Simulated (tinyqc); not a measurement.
Reverse leakage of an n+-p junction: diffusion, generation, trap-assisted and band-to-band tunnelling: two steps of the calculation.

One-sided abrupt junction in the depletion approximation, x from the junction (0) to W on the p side, field F = F0 (1 - x/W). Flat quasi-Fermi levels, long p side. Traps generate through SRH with both lifetimes shortened by 1 + Gamma (Hurkx enhancement, form for moderate fields); band-to-band generation is local and needs a total bending above Eg.

Values chosen for this exercise; band and dielectric values close to those of germanium: temperature T = 400 K; band gap Eg = 0.657 eV; relative permittivity eps_r = 15.7; conduction-band density of states at T Nc = 1.62e19 cm^-3; valence-band density of states at T Nv = 9.27e18 cm^-3; acceptor density of the lighter side Na = 9e17 cm^-3; donor density of the heavier side Nd = 5e19 cm^-3; SRH lifetime of both carriers at zero field tau = 4e-8 s; tunnelling mass mt = 0.13 m0; electron diffusion coefficient on the lighter side Dn = 16 cm^2/s; reverse bias VR = 1.4 V.

Constants: q = 1.602176634e-19 C, kB = 1.380649e-23 J/K, hbar = 1.054571817e-34 J s, m0 = 9.1093837015e-31 kg, Vt = kB T/q, eps0 = 8.8541878128e-14 F/cm where lengths are in cm. Results are converted to the units shown.

Task 1. Field, scales and diffusion current. ni = sqrt(Nc Nv) exp(-Eg/(2 Vt)), Eg in volts; Vbi = Vt ln(Na Nd/ni^2); W = sqrt(2 eps0 eps_r (Vbi + VR)/(q Na)); F0 = 2 (Vbi + VR)/W; FG = sqrt(24 mt m0 (kB T)^3)/(q hbar); J_diff = q ni^2 sqrt(Dn/tau)(1 - exp(-VR/Vt))/Na.

Wanted: ni; Vbi; W; F0; FG; J_diff.

Result 1.

ni = 8.8998e14 cm^-3
Vbi = 0.61546 V
W = 62.338 nm
F0 = 646.63 kV/cm
FG = 409.50 kV/cm
J_diff = 0.0028201 A/cm^2

Task 2. Current components. u = (Vbi + VR)(1 - x/W)^2, p = Na exp(-u/Vt), n = Nd exp((u - Vbi - VR)/Vt); G0 = ni^2 (1 - exp(-VR/Vt))/(tau (n + p + 2 ni cosh(Et/Vt))); Gamma = 2 sqrt(3 pi)(F/FG) exp((F/FG)^2); trap-assisted part G0 Gamma; G_bb = Ab F^2.5 exp(-Bb/F) with F in V/cm, zero unless Vbi + VR > Eg. 12 equal steps.

Each current is q times the trapezoid sum of its rate; J adds J_diff; J_bb under 1e-8 of the sum is given as 0.

| point | x (nm) | G0 (cm^-3 s^-1) | G0 Gamma (cm^-3 s^-1) | G_bb (cm^-3 s^-1) |
|---|---|---|---|---|
| 0 | 0.000000 | 3.9601681e17 | 4.6472301e19 | 1.0185055e26 |
| 1 | 5.194797 | 3.2063478e21 | 2.3159954e23 | 4.0172761e25 |
| 2 | 10.389594 | 1.1119294e22 | 5.0755965e23 | 1.3457910e25 |
| 3 | 15.584391 | 1.1124729e22 | 3.2889540e23 | 3.6354831e24 |
| 4 | 20.779188 | 1.1124732e22 | 2.1780193e23 | 7.3308380e23 |
| 5 | 25.973984 | 1.1124719e22 | 1.4698265e23 | 9.7835378e22 |
| 6 | 31.168781 | 1.1122211e22 | 1.0056771e23 | 7.0831295e21 |
| 7 | 36.363578 | 1.0909448e22 | 6.7946429e22 | 1.9507732e20 |
| 8 | 41.558375 | 6.3114428e21 | 2.6909186e22 | 1.0111925e18 |
| 9 | 46.753172 | 7.8990532e20 | 2.2375189e21 | ~0 |
| 10 | 51.947969 | 1.1053499e20 | 1.9142521e20 | ~0 |
| 11 | 57.142766 | 3.2924132e19 | 2.7065936e19 | ~0 |
| 12 | 62.337563 | 2.1958290e19 | 0 | 0 |

J_diff = 0.0028200510 A/cm^2

Find: J_SRH; J_TAT; J_bb; J.

Result 2.

J_SRH = 0.0064077 A/cm^2
J_TAT = 0.13573 A/cm^2
J_bb = 9.0745 A/cm^2
J = 9.2195 A/cm^2

Range of the model: The n+ side is degenerate, so Vbi from Boltzmann statistics is only a guide.

Computed by the program tinyqc: `OMP_NUM_THREADS=1 python tinyqc.py 2290040 2290041 out.jsonl`, one thread of a shared Intel Xeon 2.30GHz, about 0.01 s for the whole run.

~0 in a residual or rate marks an entry under 1e-11 of the largest of its column.
